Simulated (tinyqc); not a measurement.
Inside a calculation. Method: RKS/exchange-only LDA in the 6-31g basis, for H3+, spin multiplicity 1. One step of it, computed by the program tinyqc.

Problem. Iteration 2: diagonalisation and new density. Diagonalise F' = X^T F X, C = X C', fill 1 alpha and 1 beta electrons from the bottom; D = 2 C_occ C_occ^T. Each column has its largest component positive (the first on a tie).

extrapolated F (hartree):
```
           1H 1s      1H 2s      2H 1s      2H 2s      3H 1s      3H 2s
1H 1s  -0.418286  -0.610459  -0.389594  -0.461646  -0.340666  -0.436605
1H 2s  -0.610459  -0.600669  -0.461646  -0.540238  -0.434310  -0.524986
2H 1s  -0.389594  -0.461646  -0.418286  -0.610459  -0.340666  -0.436605
2H 2s  -0.461646  -0.540238  -0.610459  -0.600669  -0.434310  -0.524986
3H 1s  -0.340666  -0.434310  -0.340666  -0.434310  -0.418146  -0.606521
3H 2s  -0.436605  -0.524986  -0.436605  -0.524986  -0.606521  -0.595347
```

X:
```
           1H 1s      1H 2s      2H 1s      2H 2s      3H 1s      3H 2s
1H 1s   1.261096  -0.510138  -0.054378   0.023568  -0.026523   0.021240
1H 2s  -0.510138   1.870806   0.023568  -0.549011   0.016793  -0.459452
2H 1s  -0.054378   0.023568   1.261096  -0.510138  -0.026523   0.021240
2H 2s   0.023568  -0.549011  -0.510138   1.870806   0.016793  -0.459452
3H 1s  -0.026523   0.016793  -0.026523   0.016793   1.258083  -0.508052
3H 2s   0.021240  -0.459452   0.021240  -0.459452  -0.508052   1.796863
```

Give: F' = X^T F X; orbital energies; coefficients C; D after iteration 2.

Solution.

F' = X^T F X (hartree):
```
         1        2        3        4        5        6
1  -0.0235  -0.4665  -0.1656  -0.0486  -0.1178  -0.0497
2  -0.4665  -0.0793  -0.0486  -0.1017  -0.0530  -0.0977
3  -0.1656  -0.0486  -0.0235  -0.4665  -0.1178  -0.0497
4  -0.0486  -0.1017  -0.4665  -0.0793  -0.0530  -0.0977
5  -0.1178  -0.0530  -0.1178  -0.0530  -0.0369  -0.4689
6  -0.0497  -0.0977  -0.0497  -0.0977  -0.4689  -0.0871
```

orbital energies (hartree): MO1 -0.8560, MO2 -0.3763, MO3 -0.3399, MO4 0.2801, MO5 0.4581, MO6 0.5044

coefficients C:
```
          MO1      MO2      MO3      MO4      MO5      MO6
1H 1s  0.3011  -0.2014   0.3242   0.6948   0.4834  -0.9500
1H 2s  0.1574  -0.5131   1.0457  -0.5966  -0.7479   1.4060
2H 1s  0.3011  -0.2014  -0.3242   0.6948   0.4834   0.9500
2H 2s  0.1574  -0.5131  -1.0457  -0.5966  -0.7479  -1.4060
3H 1s  0.2935   0.3939   0.0000   0.6294  -1.0979   0.0000
3H 2s  0.1628   1.0624   0.0000  -0.4426   1.5997   0.0000
```

D after iteration 2:
```
        1H 1s   1H 2s   2H 1s   2H 2s   3H 1s   3H 2s
1H 1s  0.1813  0.0948  0.1813  0.0948  0.1767  0.0980
1H 2s  0.0948  0.0495  0.0948  0.0495  0.0924  0.0512
2H 1s  0.1813  0.0948  0.1813  0.0948  0.1767  0.0980
2H 2s  0.0948  0.0495  0.0948  0.0495  0.0924  0.0512
3H 1s  0.1767  0.0924  0.1767  0.0924  0.1723  0.0956
3H 2s  0.0980  0.0512  0.0980  0.0512  0.0956  0.0530
```
